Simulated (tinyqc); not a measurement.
## Carrier lifetime of an n-type layer with SRH, radiative, Auger and surface recombination: lifetime against injection

Uniform excess density dn = dp (no trapping), n = n0 + dn, p = p0 + dn, Boltzmann statistics, full ionisation. Surfaces enter as a rate 2 S dn/d, which holds while diffusion to them is fast.

ni = sqrt(Nc Nv) exp(-Eg/(2 Vt)), Eg in volts; majority density N/2 + sqrt(N^2/4 + ni^2), n0 p0 = ni^2; n1 = Nc exp(-Et/Vt), p1 = Nv exp((Et - Eg)/Vt); tn0 = 1/(sn vth Nt), tp0 = 1/(sp vth Nt). With e = n p - ni^2 = dn (n0 + p0 + dn): U_SRH = e/(tp0 (n + n1) + tn0 (p + p1)), U_rad = B e, U_Aug = (Cn n + Cp p) e, U_s = 2 S dn/d. Each tau is dn over its rate; tau = dn/U with U the sum.

Values chosen for this exercise; band and dielectric values close to those of silicon:
```
symbol,value,unit,meaning
T,300,K,temperature
Eg,1.12,eV,band gap
Nc,2.76e19,cm^-3,conduction-band density of states at T
Nv,2.64e19,cm^-3,valence-band density of states at T
B,4.68e-15,cm^3/s,radiative coefficient
N,5.3e14,cm^-3,donor density
Cn,2.4e-31,cm^6/s,Auger coefficient (two electrons)
Cp,9.3e-32,cm^6/s,Auger coefficient (two holes)
Nt,1.5e12,cm^-3,trap density
sn,1e-16,cm^2,capture cross-section for electrons
sp,2e-14,cm^2,capture cross-section for holes
vth,1.6e7,cm/s,thermal velocity (both carriers)
Et,0.63,eV,trap level below the conduction band
S,0,cm/s,surface recombination velocity (both faces)
d,10,um,sample thickness
```

Constants: q = 1.602176634e-19 C, kB = 1.380649e-23 J/K, Vt = kB T/q. Results are converted to the units shown.

Results:

| dn (cm^-3) | tau_SRH (s) | tau_rad (s) | tau_Aug (s) | tau (s) | radiative share (%) | largest path |
|---|---|---|---|---|---|---|
| 1e11 | 2.2837e-6 | 0.40308 | 14.827 | 2.2837e-6 | 5.6654e-4 | SRH |
| 1e12 | 2.9895e-6 | 0.40240 | 14.767 | 2.9895e-6 | 7.4292e-4 | SRH |
| 1e14 | 6.8323e-5 | 0.33917 | 9.8897 | 6.8309e-5 | 0.020140 | SRH |
| 1e15 | 2.7446e-4 | 0.13966 | 1.4202 | 2.7387e-4 | 0.19610 | SRH |
| 1e16 | 3.9778e-4 | 0.020292 | 0.027469 | 3.8467e-4 | 1.8957 | SRH |
| 1e17 | 4.1655e-4 | 0.0021255 | 2.9758e-4 | 1.6047e-4 | 7.5500 | Auger |
| 1e18 | 4.1853e-4 | 2.1356e-4 | 3.0003e-6 | 2.9379e-6 | 1.3757 | Auger |
| 1e19 | 4.1873e-4 | 2.1366e-5 | 3.0027e-8 | 2.9983e-8 | 0.14033 | Auger |

Estimate the missing row, dn = 1e13 cm^-3.

Computed row:

| dn (cm^-3) | tau_SRH (s) | tau_rad (s) | tau_Aug (s) | tau (s) | radiative share (%) | largest path |
|---|---|---|---|---|---|---|
| 1e13 | 9.9189e-6 | 0.39569 | 14.187 | 9.9186e-6 | 0.0025066 | SRH |

With this row back in the table: SRH recombination leads at dn = 1e11, Auger from 1e17 on. The total lifetime goes from 2.28e-6 through a maximum of 3.85e-4 (at dn = 1e16 among the rows listed) to 3.00e-8 s. tau_SRH goes from 2.28e-6 s (low-injection limit 2.21e-6 s) to 4.19e-4 s (high-injection limit tn0 + tp0 = 4.19e-4 s). Between the last two rows tau_rad goes as dn^(-1.00) and tau_Aug as dn^(-2.00); the radiative share goes from 5.67e-4 through a maximum of 7.55 (at dn = 1e17 among the rows listed) to 0.140 %. For dn = 1e19 the carriers are degenerate, where B and the Auger coefficients no longer stay constant.

Computed by the program tinyqc: `OMP_NUM_THREADS=1 python tinyqc.py 2300133 2300134 out.jsonl`, one thread of a shared Intel Xeon 2.30GHz, about 0.01 s for the whole run.
